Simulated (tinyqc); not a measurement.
Inside a calculation. Method: plane-wave Kohn-Sham cycle with exchange-only LDA in a layered model solid. One step of it, computed by the program tinyqc.

Task: Iteration 2: potential. V_H(G) = 4 pi rho(G)/G^2 for G != 0 (uniform background); v_x = -(3 rho/pi)^(1/3); V = V_ext + V_H + v_x; Fourier components f(G_m) = (1/N) sum_j f(x_j) exp(-i G_m x_j).

A solid whose potential varies along x alone (atomic units):
```
parameter                      value
period a                    5.700000
cross-section of the cell  23.000000
electrons per cell                 2
grid points                       16
plane waves -n..n, n               2
k points                           1
V1 in V1 cos(2 pi x/a)     -0.650000
```

density after iteration 1 (e/bohr^3): 0.04115760  0.03740421  0.02813435  0.01766879  0.00949127  0.00461577  0.00227120  0.00133335  0.00109300  0.00133335  0.00227120  0.00461577  0.00949127  0.01766879  0.02813435  0.03740421

Give: Potentials on the grid; V(G_m), m = 0, 1, 2, ....

Result:

Potentials on the grid (hartree):
```
x       V_ext     V_H     v_x          V
0.000  -0.650   0.214  -0.340     -0.776
0.356  -0.601   0.194  -0.329     -0.736
0.713  -0.460   0.139  -0.300     -0.620
1.069  -0.249   0.064  -0.256     -0.441
1.425       0  -0.015  -0.208     -0.224
1.781   0.249  -0.086  -0.164  -7.54e-04
2.138   0.460  -0.139  -0.129      0.191
2.494   0.601  -0.173  -0.108      0.319
2.850   0.650  -0.184  -0.101      0.364
3.206   0.601  -0.173  -0.108      0.319
3.562   0.460  -0.139  -0.129      0.191
3.919   0.249  -0.086  -0.164  -7.54e-04
4.275       0  -0.015  -0.208     -0.224
4.631  -0.249   0.064  -0.256     -0.441
4.987  -0.460   0.139  -0.300     -0.620
5.344  -0.601   0.194  -0.329     -0.736
```

V(G_m), m = 0, 1, 2, ... (hartree): -0.215  -0.286  0.004  0.001  0.000
